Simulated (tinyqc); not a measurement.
Changing the temperature T: defect equilibria of an oxide against oxygen pressure (mass action). Computed by tinyqc, a small Python program. Command: `OMP_NUM_THREADS=1 python tinyqc.py 3015668 3015669 out.jsonl brouwer sweep`. One thread of a shared host (Intel(R) Xeon(R) Processor @ 2.30GHz), about 0.01 s of CPU time with the checks.

Defects: oxygen vacancies V (charge +2), electrons n, holes p, the ionic partner X = V_M'''' (charge -4), and the dopant. Activities are taken equal to concentrations.

Inputs (values chosen for the exercise, for a model oxide): reduction enthalpy H_r = 4.87 eV; prefactor K_r0 = 2.3e+70 cm^-9 atm^(1/2); gap E_g = 3.92 eV; prefactor N_c N_v = 4e+41 cm^-6; disorder enthalpy H_s = 4.22 eV; prefactor K_s0 = 2e+67 cm^-9; dopant density N_d = 5.3e+17 cm^-3; oxygen pressure P = 2e-17 atm; electron mobility mu_n = 0.052 cm^2/(V s); hole mobility mu_p = 0.085 cm^2/(V s); vacancy diffusion prefactor D_0 = 0.069 cm^2/s; vacancy migration energy E_m = 0.62 eV.

Ionic disorder: Schottky, oxide MO2. Dopant (singly charged, fully ionised): acceptor.

Constants: k_B = 8.617333262e-05 eV/K; e = 1.602176634e-19 C.

Method:
- K_r = K_r0 exp(-H_r/k_B T) = [V] n^2 P^(1/2); K_i = N_c N_v exp(-E_g/k_B T) = n p; K_s = K_s0 exp(-H_s/k_B T) = [X] [V]^2.
- Neutrality: 2 [V] + p = n + 4 [X] + N_d. With n as the unknown, [V] = K_r/(n^2 P^(1/2)), p = K_i/n, [X] = K_s/[V]^2; the log ratio is ln(positive/negative).
- The root is found by 60 bisections in ln n between n = 1e-10 and 1e25 cm^-3.
- sigma_n = e n mu_n, sigma_p = e p mu_p, sigma_ion = 2 e [V] mu_V with mu_V = 2 e D/(k_B T) and D = D_0 exp(-E_m/k_B T); only the oxygen vacancies carry ionic current, and the ionic transport number is sigma_ion over the total.

One run for each value:
```
temperature T (K)   n (cm^-3)  [V] (cm^-3)   p (cm^-3)  total conductivity (S/cm)  ionic transport number
700                1.2964e+13   2.6501e+17  1.8474e+00                 6.7853e-06                 0.98408
800                2.0106e+15   2.6601e+17  4.0162e+01                 3.7946e-05                 0.55854
900                9.4000e+16   3.1200e+17  4.7632e+02                 8.4317e-04                 0.07119
1000               1.2761e+18   9.0306e+17  5.4985e+03                 1.0979e-02                 0.03168
1100               7.7691e+18   4.1495e+18  5.6462e+04                 6.7521e-02                 0.04138
1200               3.2916e+19   1.6723e+19  4.1820e+05                 2.9203e-01                 0.06096
1300               1.1052e+20   5.5527e+19  2.3000e+06                 1.0074e+00                 0.08591
1400               3.1148e+20   1.5600e+20  9.9370e+06                 2.9302e+00                 0.11441
1500               7.6411e+20   3.8232e+20  3.5342e+07                 7.4461e+00                 0.14506
```

Over the rows, n (cm^-3) rises from 1.30e13 to 7.64e20 (exponent d ln y / d ln x 38 between the first rows and 13 between the last); [V] (cm^-3) rises from 2.65e17 to 3.82e20 (exponent d ln y / d ln x 0.028 between the first rows and 13 between the last); p (cm^-3) rises from 1.85 to 3.53e7 (exponent d ln y / d ln x 23 between the first rows and 18 between the last). A line through ln n against 1/(k_B T) gives 1.992 eV.

Caution (rows 1400, 1500): one of n, p, [V] and [X] is above 2e20 cm^-3, near 1 % of the sites of a usual oxide, where defects associate and the ideal mass-action laws fail. Caution (rows 1400, 1500): the carrier density is near sqrt(N_c N_v), where the carriers are degenerate and n p = K_i fails.
